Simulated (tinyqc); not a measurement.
Worked calculation: mobility of a non-polar semiconductor in the relaxation-time approximation. Computed by tinyqc, a small Python program that keeps every step. Command: `OMP_NUM_THREADS=1 python tinyqc.py 3010018 3010019 out.jsonl rta walk`. One thread of a shared host (Intel(R) Xeon(R) Processor @ 2.30GHz), about 0.01 s of CPU time with the checks. Intermediate numbers are printed to about 6 digits and carried at full precision; extremes and crossings named in words are read from the listed rows.

Each valley is treated as a sphere of mass m_d for states and rates, with one isotropic relaxation time; the conductivity mass m_c sets the current.

Inputs (values chosen for the exercise, modelled on electrons in silicon):
```
quantity,value,unit
longitudinal mass m_l,0.91,m_0
transverse mass m_t,0.187,m_0
equivalent valleys Z,6,-
non-parabolicity alpha,0.53,1/eV
static permittivity eps_s,11.7,-
density rho,2329,kg/m^3
sound velocity v_l,8890,m/s
acoustic deformation potential D_A,8.9,eV
phonon energy hbar w,60,meV
optical or intervalley deformation potential D_o,5.7,1e8 eV/cm
final valleys Z_f,5,-
carrier density n,1.1e+17,1/cm^3
compensation ratio C,0.13,-
temperature T,400,K
neutral impurity density N_n,7.5e+16,1/cm^3
```

Band: Kane. Impurity formula: Brooks-Herring. Further scattering: neutral impurities.

Constants: k_B = 8.617333262e-05 eV/K; m_0 = 9.1093837015e-31 kg; e = 1.602176634e-19 C; hbar = 1.054571817e-34 J s; eps_0 = 8.8541878128e-12 F/m; k_B = 1.380649e-23 J/K; hbar = 6.582119569e-16 eV s.

## Masses

m_d = (m_l m_t^2)^(1/3); 1/m_c = (1/m_l + 2/m_t)/3; Hall mass factor A = 3 K_m (K_m + 2)/(2 K_m + 1)^2, K_m = m_l/m_t; N_I = n (1 + C)/(1 - C).

density-of-states mass m_d = 0.316890 m_0

conductivity mass m_c = 0.254365 m_0

Hall mass factor A = 0.870228

ionised impurity density N_I = 1.42874e+17 1/cm^3

## Fermi level and screening

Kane band: hbar^2 k^2/(2 m) = E (1 + alpha E), speed v = hbar k/(m (1 + 2 alpha E)), states per spin, volume and energy g(E) = m k (1 + 2 alpha E)/(2 pi^2 hbar^2); overlap factors are set to 1. Here m = m_d. Masses are multiplied by m_0 and all formulas are in SI units. The reduced Fermi level eta = E_F/(k_B T) solves n = 2 Z int g f dE with f = 1/(1 + exp(x - eta)) (Z = 1 unless valleys are given); screening length L_s = sqrt(eps_s eps_0 k_B T/(e^2 dn/deta)), dn/deta = 2 Z int g f (1 - f) dE. Integrals over x = E/(k_B T) use 160 Gauss-Legendre points in u = sqrt(x) from 0 to sqrt(max(eta, 0) + 32).

reduced Fermi level eta = -5.99581

screening length L_s = 14.2402 nm

The gas is non-degenerate (eta < -2), and L_s is close to the Debye length.

## Rates at a few energies

Phonon occupation N_q = 1/(exp(hbar w/(k_B T)) - 1). Acoustic deformation potential (elastic, equipartition, absorption and emission together): 1/tau = 2 pi k_B T D_A^2 g(E)/(hbar rho v_l^2). Optical or intervalley deformation potential: 1/tau = (pi Z_f D_o^2/(rho w)) [N_q g(E + hbar w) + (N_q + 1) g(E - hbar w)], with g = 0 below the band edge. Each optical term is multiplied by (1 - f(E'))/(1 - f(E)), E' the final energy, for Pauli blocking. Singly charged impurities, momentum relaxation: 1/tau = N_I e^4 m (1 + 2 alpha E) Phi/(8 pi (eps_s eps_0)^2 hbar^3 k^3), with alpha = 0 for a parabolic band. Brooks-Herring: Phi = ln(1 + b) - b/(1 + b), b = 4 k^2 L_s^2. Neutral impurities (Erginsoy): 1/tau = 20 N_n a_B hbar/m, a_B = 4 pi eps_s eps_0 hbar^2/(m e^2).

Rates (1e12/s) at E = (max(eta, 0) + 0.5, 1, 2, 4) k_B T:
```
E (meV),acoustic,optical,ionised impurity,neutral impurity
17.235,1.85106,1.5289,6.01352,1.07065
34.469,2.67680,1.7261,2.52680,1.07065
68.939,3.95400,4.8112,1.04269,1.07065
137.877,6.07695,11.5625,0.42615,1.07065
```

## Mobility for each process alone

mu = (m_d/m_c) (2 Z e/(3 n k_B T)) int g v^2 tau f (1 - f) dE. Averages over x are split at the emission threshold x_0 = hbar w/(k_B T): 64 Gauss-Legendre points in sqrt(x) below it and 128 in sqrt(x - x_0) above it, up to x = max(eta, 0) + 32.

acoustic mobility = 1717.04 cm^2/(V s)

optical mobility = 1899.14 cm^2/(V s)

ionised impurity mobility = 8620.37 cm^2/(V s)

neutral impurity mobility = 5920.81 cm^2/(V s)

## All processes together

Rates are added at each energy before the average. With <y> = int g v^2 y f (1 - f) dE: Hall factor r_H = A (3 n k_B T/(2 Z m_d)) <tau^2/(1 + 2 alpha E)>/<tau>^2 (alpha = 0 for a parabolic band); Hall mobility r_H mu; |S| = (k_B/e) (<x tau>/<tau> - eta); resistivity 1/(n e mu).

drift mobility mu = 547.638 cm^2/(V s)

Hall factor r_H = 1.00976

Hall mobility = 552.982 cm^2/(V s)

Seebeck coefficient |S| = 691.140 microvolt/K

resistivity = 0.103610 ohm cm

Taking r_H = 1 in a Hall measurement would give a density 0.990 times the true one. Caution: Erginsoy's formula holds for k a_B below about 0.5 and for dopants that stay neutral, which means low temperature; elsewhere it is only a rough constant rate.

## Matthiessen's rule against the full average

Matthiessen's rule adds 1/mu of the separate processes.

Separate mobilities:
```
process,mu (cm^2/(V s)),share of the sum of 1/mu (%)
acoustic,1717.04,41.7833
optical,1899.14,37.7770
ionised impurity,8620.37,8.3226
neutral impurity,5920.81,12.1172
```

mobility by Matthiessen's rule = 717.436 cm^2/(V s)

excess of Matthiessen's rule over the full mu = 31.0056 %

The rule gives 717.4 against the full 547.6, 31.0 % too high; it can only overestimate, since each separate average is carried by the energies where that process is weak. The error is large because acoustic and optical scattering both carry weight and depend on energy in different ways.

Checks made by the program: the sum rule (2 Z/(3 k_B T)) int g v^2 (1 + 2 alpha E) f (1 - f) dE = n/m_d (relative difference below 1e-10).
